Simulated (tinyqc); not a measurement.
Worked calculation: Hubbard ring of 3 sites. One step of it, computed by the program tinyqc.

Question. Mean-field iteration 1. H(up) = T + U n(down), H(down) = T + U n(up); fill the lowest levels; n(new) = n + mixing (n(out) - n); E = tr T (rho up + rho down) + U sum n_up n_down of the output.

one-body matrix (hopping and site energies) (eV), lower triangle:
```
           1          2         3
1  -0.010000
2  -0.630000  -0.520000
3  -0.630000  -0.630000  0.260000
```

U = 10.600000 eV

electrons, up and down: 2  1

mixing = 1

n(up) at the start (a guess, not normalised): 1 0.967000, 2 0.367000, 3 0.967000

n(down) at the start (a guess): 1 0.033000, 2 0.633000, 3 0.033000

Give: levels, up; levels, down; energy; n(up) after iteration 1; n(down) after iteration 1.

Answer.

levels, up (eV): -0.2907  1.1176  6.3126

levels, down (eV): 3.2480  9.8519  11.0208

energy = -0.3631 eV

n(up) after iteration 1: 1 0.9912, 2 0.0187, 3 0.9902

n(down) after iteration 1: 1 0.0096, 2 0.9815, 3 0.0089
